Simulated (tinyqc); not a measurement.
Worked calculation: LDA (VWN5) atom on a uniform radial grid, spin-unpolarised, for Li. Computed by tinyqc, a small Python program that keeps every step. Settings: Z = 3, points = 192, R = 12.8, functional = lda,vwn, mixing = 0.2, iteration cap = 50. Command: `OMP_NUM_THREADS=1 python tinyqc.py 26929 26930 out.jsonl` (the two numbers bound the seeds that draw the settings). One thread of a shared host (Intel(R) Xeon(R) Processor @ 2.60GHz), about 0.7 s of CPU time with the checks. Later iterations appear only in the table of the cycle.

## Iteration 1

Spherical atom on a uniform radial grid r_j = j h with h = R/(N + 1), h sum u^2 = 1 and integrals as h times sums, u(0) = u(R) = 0 (atomic units):
```
parameter            value
Z                        3
points N               192
R                12.800000
h                 0.066321
mixing            0.200000
electrons in 1s          2
electrons in 2s          1
```

Three-point differences turn -u''/2 + [l(l+1)/2r^2 - Z/r + V] u = e u into a tridiagonal matrix (diagonal 1/h^2 + potential, off-diagonal -1/2h^2). D = sum f u^2; the Hartree potential y/r solves y'' = -D/r with y(0) = 0, y(R) = N_e; v_xc comes from rho = D/(4 pi r^2); E = sum f e - int D V + int D (V_H/2 + eps_xc); V(new) = V + mixing (V_H + v_xc - V).

eigenvalues (hartree): 1s -4.456325, 2s -1.122230

Every 12th grid point:
```
r              V in     u(1s)      u(2s)         D       V_H       v_xc
0.795855   0.000000  0.764094  -0.167278  1.195660  3.012842  -0.587531
1.591710   0.000000  0.142558  -0.743813  0.593903  1.757037  -0.309374
2.387565   0.000000  0.019948  -0.631339  0.399385  1.235198  -0.214611
3.183420   0.000000  0.002481  -0.374066  0.139938  0.939219  -0.131854
3.979275   0.000000  0.000289  -0.186949  0.034950  0.753475  -0.076291
4.775130   0.000000  0.000032  -0.084507  0.007142  0.628200  -0.042508
5.570984   0.000000  3.52e-06  -0.035743  0.001278  0.538498  -0.022969
6.366839   0.000000  3.76e-07  -0.014419  0.000208  0.471191  -0.012075
7.162694   0.000000  3.94e-08  -0.005614  0.000032  0.418837  -0.006196
7.958549   0.000000  4.09e-09  -0.002126  4.52e-06  0.376953  -0.003115
8.754404   0.000000  4.19e-10  -0.000788  6.21e-07  0.342685  -0.001541
9.550259   0.000000  4.27e-11  -0.000287  8.22e-08  0.314128  -0.000752
10.346114  0.000000         0  -0.000103  1.05e-08  0.289964  -0.000364
11.141969  0.000000         0  -0.000036  1.29e-09  0.269252  -0.000173
11.937824  0.000000         0  -0.000011  1.31e-10  0.251302  -0.000078
12.733679  0.000000         0  -7.15e-07         0  0.235596   0.000000
```

total energy = -6.83526539 hartree

## Iteration 2

As before.

eigenvalues (hartree): 1s -3.819886, 2s -0.854989

Every 12th grid point:
```
r              V in     u(1s)      u(2s)         D       V_H       v_xc
0.795855   0.485062  0.782884  -0.110688  1.238067  2.957126  -0.593929
1.591710   0.289533  0.163371  -0.683154  0.520079  1.728967  -0.297131
2.387565   0.204117  0.026163  -0.654649  0.429934  1.225033  -0.219433
3.183420   0.161473  0.003760  -0.437167  0.191143  0.936572  -0.144738
3.979275   0.135437  0.000509  -0.246731  0.060877  0.752907  -0.090028
4.775130   0.117138  0.000066  -0.126257  0.015941  0.628092  -0.054099
5.570984   0.103106  0.000008  -0.060605  0.003673  0.538479  -0.031681
6.366839   0.091823  1.05e-06  -0.027812  0.000774  0.471187  -0.018141
7.162694   0.082528  1.30e-07  -0.012346  0.000152  0.418836  -0.010182
7.958549   0.074768  1.58e-08  -0.005342  0.000029  0.376953  -0.005615
8.754404   0.068229  1.91e-09  -0.002264  0.000005  0.342685  -0.003051
9.550259   0.062675  2.29e-10  -0.000944  8.91e-07  0.314128  -0.001638
10.346114  0.057920  2.72e-11  -0.000387  1.50e-07  0.289964  -0.000869
11.141969  0.053816         0  -0.000154  2.38e-08  0.269252  -0.000453
11.937824  0.050245         0  -0.000055  3.00e-09  0.251302  -0.000219
12.733679  0.047119         0  -3.60e-06  1.30e-11  0.235596  -0.000034
```

total energy = -6.98478157 hartree

## Convergence

Stop when input and output potentials agree to 1e-7.

Course of the cycle (hartree):
```
iteration            E      e(1s)      e(2s)  largest |V(out) - V(in)|
1          -6.83526539  -4.456325  -1.122230                  4.27e+00
2          -6.98478157  -3.819886  -0.854989                  3.24e+00
3          -7.08318032  -3.335650  -0.659571                  2.44e+00
4          -7.14687337  -2.967908  -0.516246                  1.83e+00
5          -7.18751542  -2.689175  -0.410780                  1.37e+00
6          -7.21313516  -2.478338  -0.332908                  1.03e+00
7          -7.22911997  -2.319198  -0.275215                  7.64e-01
8          -7.23900696  -2.199347  -0.232334                  5.67e-01
9          -7.24507799  -2.109292  -0.200367                  4.19e-01
10         -7.24878402  -2.041783  -0.176473                  3.09e-01
11         -7.25103632  -1.991295  -0.158571                  2.28e-01
...                ...        ...        ...                       ...
40         -7.25449314  -1.848208  -0.104556                  1.38e-04
41         -7.25449314  -1.848221  -0.104557                  1.17e-04
42         -7.25449314  -1.848233  -0.104558                  9.78e-05
43         -7.25449314  -1.848244  -0.104559                  8.17e-05
44         -7.25449314  -1.848253  -0.104561                  6.81e-05
45         -7.25449314  -1.848260  -0.104562                  5.66e-05
46         -7.25449314  -1.848267  -0.104563                  4.69e-05
47         -7.25449314  -1.848273  -0.104564                  3.88e-05
48         -7.25449314  -1.848278  -0.104565                  3.20e-05
49         -7.25449314  -1.848282  -0.104566                  2.64e-05
50         -7.25449314  -1.848285  -0.104566                  2.17e-05
```

Not converged within 50 iterations: the residual falls steadily but slowly, by a factor of about 0.83 a step. Reruns (cap 100 unless said): mixing 0.3: converged in 49; mixing 0.6: converged in 20; the original settings with a cap of 400: converged in 77. Even converged, this uniform grid resolves the cusp poorly and misses the energy of the atom.
